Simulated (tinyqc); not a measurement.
The product rho l across metals: free and nearly free electrons in a metal.

Constants: hbar^2/2m0 = 3.80998211 eV angstrom^2; hbar = 6.58211957e-16 eV s.

Free electrons with m = 1; fcc cells hold 4 atoms and bcc cells 2; n = atoms z/a^3, kF = (3 pi^2 n)^(1/3), rho l = hbar kF/(n e^2), e = 1.602176634e-19 C. Inputs are chosen for the exercise.

Results:

| case | lattice | a (angstrom) | z | rho (micro-ohm cm) | kF (1/angstrom) | EF (eV) | l (nm) | rho l (1e-16 ohm m^2) |
|---|---|---|---|---|---|---|---|---|
| near K | bcc | 5.301 | 1 | 7.35 | 0.735 | 2.06 | 30.6 | 22.50 |
| near Ag | fcc | 4.051 | 1 | 1.70 | 1.212 | 5.60 | 48.7 | 8.28 |
| near Au | fcc | 4.041 | 1 | 2.21 | 1.215 | 5.63 | 37.3 | 8.24 |
| near Cu | fcc | 3.593 | 1 | 1.54 | 1.367 | 7.12 | 42.3 | 6.51 |
| near Na | bcc | 4.268 | 1 | 5.05 | 0.913 | 3.18 | 28.9 | 14.58 |
| near Al | fcc | 4.034 | 3 | 2.63 | 1.756 | 11.74 | 15.0 | 3.95 |

rho l falls as n^(-2/3): it is lowest for the case near Al and highest for near K. The lowest bulk rho belongs to near Cu; in very narrow wires, where rho l rules, the order changes. Real Fermi surfaces depart from spheres, most for the polyvalent and noble metals.

Run: tinyqc, `OMP_NUM_THREADS=1 python tinyqc.py 1680740 1680741 out.jsonl`; Intel(R) Xeon(R) Processor @ 2.30GHz, one thread, shared host; about 0.01 s of CPU time with all checks.
